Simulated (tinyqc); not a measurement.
Worked calculation: hot carriers by balance equations with a heated Maxwellian. Computed by tinyqc, a small Python program that keeps every step. Command: `OMP_NUM_THREADS=1 python tinyqc.py 3021415 3021416 out.jsonl hot walk`. One thread of a shared host (Intel(R) Xeon(R) Processor @ 2.30GHz), about 0.02 s of CPU time with the checks. Intermediate numbers are printed to about 6 digits and carried at full precision; extremes and crossings named in words are read from the listed rows.

The carriers follow a Maxwellian at an electron temperature T_e, slightly displaced; the drift energy is neglected against k_B T_e. The balance averages the rate, not the time, so mu_0 lies below the relaxation-time value.

Inputs (values chosen for the exercise, modelled on electrons in diamond): effective mass m = 0.488 m_0; density rho = 3515 kg/m^3; sound velocity v_l = 18500 m/s; acoustic deformation potential D_A = 9.1 eV; phonon energy hbar w = 138 meV; optical or intervalley deformation potential D_o = 9.1 1e8 eV/cm; final valleys Z_f = 5; lattice temperature T = 400 K; electric field F = 2.7 kV/cm; iteration cap = 300.

Band: parabolic. Solver: Newton.

Constants: k_B = 8.617333262e-05 eV/K; k_B = 1.380649e-23 J/K; e = 1.602176634e-19 C; hbar = 1.054571817e-34 J s; m_0 = 9.1093837015e-31 kg; hbar = 6.582119569e-16 eV s.

## Equilibrium values

Parabolic band: E = hbar^2 k^2/(2 m), speed v = hbar k/m, states per spin, volume and energy g(E) = m k/(2 pi^2 hbar^2). Masses are multiplied by m_0 and all formulas are in SI units. Phonon occupation N_q = 1/(exp(hbar w/(k_B T)) - 1). Acoustic deformation potential (elastic, equipartition, absorption and emission together): 1/tau = 2 pi k_B T D_A^2 g(E)/(hbar rho v_l^2). Optical or intervalley deformation potential: 1/tau = (pi Z_f D_o^2/(rho w)) [N_q g(E + hbar w) + (N_q + 1) g(E - hbar w)], with g = 0 below the band edge. Averages over the Maxwellian, <y> = int y x^(1/2) exp(-x) dx / int x^(1/2) exp(-x) dx with x = E/(k_B T_e), split at x_0 = hbar w/(k_B T_e): 64 Gauss-Legendre points in sqrt(x) below it and 128 in sqrt(x - x_0) above it, up to x = 32. Momentum balance: mu(T_e) = e/(m nu), nu = <x (sum of rates)>/<x>. Power lost per carrier: P(T_e) = hbar w <emission rate - absorption rate> + <(2 m v_l^2/(k_B T)) (E - 2 k_B T) acoustic rate>. Energy relaxation time at weak heating: tau_E = (3/2) k_B / (dP/dT_e), the derivative by a central difference of +/- 0.5 K at T_e = T.

low-field mobility mu_0 = 1466.98 cm^2/(V s)

energy relaxation time tau_E = 0.345989 ps

Energy and momentum relax at comparable rates here.

## Balance functions

The field that sustains T_e follows from e mu F^2 = P.

Against the electron temperature:
```
T_e (K)  mu (cm^2/(V s))  P optical (1e9 eV/s)  P acoustic (1e9 eV/s)  F (kV/cm)  drift velocity (1e7 cm/s)
440              1250.42                 16.22            3.51663e-01      3.641                    0.45526
520               942.18                 57.52            1.14689e+00      7.891                    0.74345
640               673.23                136.63            2.54473e+00     14.378                    0.96797
800               486.67                261.50            4.74182e+00     23.390                    1.13829
1200              300.06                600.15            1.16150e+01     45.153                    1.35487
2000              189.63               1214.24            2.99899e+01     81.003                    1.53603
3200              135.79               1934.63            6.63855e+01    121.393                    1.64838
4800              105.61               2669.83            1.27766e+02    162.755                    1.71890
```

Optical phonons take 98 % of the power in the first row and 95 % in the last. The velocity grows as F^0.63 at first and as F^0.14 at the end, so it levels off; if optical phonons alone set both balances the limit at high T_e would be sqrt(3 hbar w tanh(hbar w/2 k_B T)/(4 m)) = 1.90 in the same unit. Rows above 1400 K (k_B T_e > 0.12 eV) stretch the parabolic band.

## First iteration

Newton: h(T_e) = P - e mu F^2, T_new = T_e - h/h', with h' by a central difference of +/- 0.5 K, limited to the range T to 3 T_e. Start at T_e = 1.5 T.

mu at the start = 745.113 cm^2/(V s)

P at the start = 1.10465e+11 eV/s

new T_e = 452.361 K

## The whole iteration

Start at T_e = 1.5 T; stop when T_e moves by less than 1e-6 K or exceeds 1e6 K.

Course of the iteration:
```
iteration  T_e (K)  mu (cm^2/(V s))     step (K)
1          600.000           745.11  1.47639e+02
2          452.361          1193.00  2.67244e+01
3          425.637          1322.54  1.31944e+00
4          424.317          1329.47  3.34591e-03
5          424.314          1329.49  2.06530e-08
```

electron temperature T_e = 424.314 K

Converged in 5 iterations.

## Drift velocity

v = mu(T_e) F; warm-carrier coefficient (mu/mu_0 - 1)/F^2.

mobility mu(T_e) = 1329.49 cm^2/(V s)

drift velocity = 0.358961 1e7 cm/s

mu/mu_0 = 0.906274

(mu/mu_0 - 1)/F^2 = -0.0128568 cm^2/kV^2

T_e/T = 1.06; the simple estimate T + (2/3) e mu_0 F^2 tau_E/k_B would give 429 K, close to the result. Caution: the drift energy m v^2/2 is not small against the heating (3/2) k_B (T_e - T), so T_e - T is rough.

Checks made by the program: detailed balance, P(T_e = T) = 0, on the scale of P at 1.1 T (relative difference below 1e-10).
